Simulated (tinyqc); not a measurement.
Critical temperature from a phonon spectrum: McMillan, Allen-Dynes and the linearised Eliashberg equation: one step, computed by the program tinyqc. Command: `OMP_NUM_THREADS=1 python tinyqc.py 3024081 3024082 out.jsonl eliashberg walk`. One thread of a shared host (Intel(R) Xeon(R) Processor @ 2.30GHz), about 0.01 s of CPU time with the checks.

alpha^2 F(omega) = sum_i (lambda_i omega_i/2) delta(omega - omega_i), so that lambda = 2 int alpha^2 F/omega d omega = sum_i lambda_i.

Problem. McMillan and Allen-Dynes. McMillan form: k_B T_c = (omega_log/1.2) exp[-1.04 (1 + lambda)/(lambda - mu* (1 + 0.62 lambda))]. Allen-Dynes multiplies it by f1 f2: f1 = [1 + (lambda/L1)^(3/2)]^(1/3), L1 = 2.46 (1 + 3.8 mu*); f2 = 1 + (omega_rms/omega_log - 1) lambda^2/(lambda^2 + L2^2), L2 = 1.82 (1 + 6.3 mu*) omega_rms/omega_log.

Inputs (values chosen for the exercise, for a model metal): Coulomb pseudopotential mu* = 0.13.

Peaks in alpha^2 F: one.

lambda = 2.19

omega_rms = 36.9 meV

omega_log = 36.9 meV

Constants: k_B = 8.617333262e-05 eV/K.

Give: T_c, McMillan form; f1; f2; T_c, Allen-Dynes.

Solution.

T_c, McMillan form = 61.31 K

f1 = 1.134

f2 = 1

T_c, Allen-Dynes = 69.55 K

The two corrections raise T_c by 13.4 %. Caution: for lambda above about 1.5 the plain McMillan form saturates and falls short. Caution: a phonon-mediated T_c this high is known only in hydrides under high pressure.
